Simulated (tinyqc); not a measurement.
Gated graphene, quantum capacitance: one step of the calculation.

phi is the Fermi level above the Dirac point, in volts; Vg is counted from the gate voltage of charge neutrality. Ideal linear bands, no charge puddles.

Question. Gate capacitance. Cox = eps0 eox/tox.

Values chosen for this exercise: relative permittivity of the gate insulator (close to hafnium oxide) eox = 21.9; insulator thickness tox = 3 nm.

Constants: eps0 = 8.8541878128e-14 F/cm where lengths are in cm. Results are converted to the units shown.

Wanted: Cox.

Answer.

Cox = 6.4636 uF/cm^2

Program tinyqc, `OMP_NUM_THREADS=1 python tinyqc.py 2200019 2200020 out.jsonl`; Intel Xeon 2.30GHz, shared host, one thread, about 0.01 s.
